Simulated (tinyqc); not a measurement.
What moves the results: type-II superlattice in the two-band Kane model. A value that a table varies takes the place of the one given here.

Motion along the axis, period d = a + b, c = hbar^2/2m0. Conduction and light-hole bands couple: (E - Ec)(E - Ev) = Ep c k^2 in each layer, with mass m(E) = (E - Ev)/Ep, which may be negative. The conduction envelope psi and psi'/m(E) are continuous; a layer carries them by [[cos kt, (m/k) sin kt], [-(k/m) sin kt, cos kt]] (cosh and sinh for k^2 < 0), and cos(q d) = tr(M_B M_A)/2. C1 is the first miniband above EvB, with its bottom at tr/2 = +1 and its top at -1; the gap is the bottom of C1 less the top heavy-hole level HH1.

Heavy holes are uncoupled: with e = EvB - E, p = sqrt(mhB e/c), w = sqrt(mhA (EvB - EvA - e)/c), the top level HH1 at q = 0 solves (p/mhB) tan(p b/2) = (w/mhA) tanh(w a/2).

Constants: hbar^2/2m0 = 3.80998211 eV angstrom^2; hc = 1239.841984 eV nm.

Values chosen for the exercise (near those of an InAs/GaSb superlattice; the results hold for these values, not for the real material):

| symbol | value | unit | meaning |
|---|---|---|---|
| b | 29 | angstrom | layer B |
| EcA | 0 | eV | conduction edge of A |
| EvA | -0.422 | eV | valence edge of A |
| EcB | 0.999 | eV | conduction edge of B |
| EvB | 0.173 | eV | valence edge of B |
| EpA | 14.3 | eV | coupling energy in A |
| EpB | 18.3 | eV | coupling energy in B |
| mhA | 0.32 | m0 | heavy hole in A |
| mhB | 0.27 | m0 | heavy hole in B |
| As | (21, 27, 34, 43, 55, 63, 78) | angstrom | widths of layer A |
| a | 43 | angstrom | layer A |

## Width of layer A

Bottom of C1 (tr/2 = +1, above EvB), HH1, the gap and hc/gap; widths at which C1 no longer starts above EvB are left out.

Results:

| a (angstrom) | C1 (eV) | HH1 (eV) | gap (meV) | cut-off (micrometre) |
|---|---|---|---|---|
| 21 | 0.4597 | 0.0861 | 373.6 | 3.32 |
| 27 | 0.3780 | 0.0853 | 292.7 | 4.24 |
| 34 | 0.3072 | 0.0851 | 222.2 | 5.58 |
| 43 | 0.2419 | 0.0850 | 156.9 | 7.90 |
| 55 | 0.1827 | 0.0850 | 97.7 | 12.70 |

From a = 21 to 55 angstrom C1 falls by 277 meV while HH1 moves by -1.1 meV, so layer A tunes the gap, from 374 to 98 meV. The cut-off shifts by 0.153 micrometre per angstrom at the thin end and 0.399 at the thick end: long wavelengths need tight control of the thickness.

## One band or two

Bottom of C1. One band: (k/mA) tan(k a/2) = (kappa/mB) tanh(kappa b/2) with the edge masses (Ec - Ev)/Ep and barrier EcB - EcA. Second row: mA replaced by m(E). The last column is measured against two bands.

Results:

| model | C1 (eV) | gap (meV) | error (meV) |
|---|---|---|---|
| one band, edge masses | 0.2326 | 147.6 | -9.3 |
| m(E) in A only | 0.2050 | 120.0 | -36.9 |
| two bands | 0.2419 | 156.9 | 0.0 |

mA = 0.0295 m0
mB = 0.0451 m0

With edge masses C1 errs by -9 meV, 6 % of the gap. The heavier m(E) in A changes it by -28 meV; the treatment of B changes it by +37 meV, since C1 lies 69 meV above the valence edge of B, where its mass is 0.0038 instead of 0.0451.

## What each parameter does

Bottom and width of C1, HH1 and the gap. Each row changes one parameter from the base and keeps the others.

Results:

| case | C1 (eV) | width (meV) | HH1 (eV) | gap (meV) |
|---|---|---|---|---|
| base | 0.2419 | 82.3 | 0.0850 | 156.9 |
| a = 40 angstrom | 0.2612 | 88.7 | 0.0850 | 176.1 |
| b = 26 angstrom | 0.2337 | 93.5 | 0.0703 | 163.4 |
| EvB = 0.153 eV | 0.2408 | 79.5 | 0.0659 | 174.9 |
| EcB = 1.049 eV | 0.2468 | 77.6 | 0.0850 | 161.8 |
| EvA = -0.452 eV | 0.2379 | 80.1 | 0.0838 | 154.1 |
| EpA = 15.4 eV | 0.2485 | 87.3 | 0.0850 | 163.5 |
| mhB = 0.31 m0 | 0.2419 | 82.3 | 0.0910 | 151.0 |

The largest shifts from the base row, up to three for each result and ties (the steps differ in size, so this ranks the rows, not the parameters). C1 (eV): a +0.0193, b -0.0082, EpA +0.0066; unchanged at the printed digits by mhB. width (meV): b +11.2, a +6.4, EpA +5.0; unchanged at the printed digits by mhB. HH1 (eV): EvB -0.0192, b -0.0147, mhB +0.0059; unchanged at the printed digits by a, EcB and EpA. gap (meV): a +19.3, EvB +18.0, EpA +6.6.

Run: tinyqc, `OMP_NUM_THREADS=1 python tinyqc.py 1280783 1280784 out.jsonl`; Intel(R) Xeon(R) Processor @ 2.30GHz, one thread, shared host; about 0.05 s of CPU time with all checks.
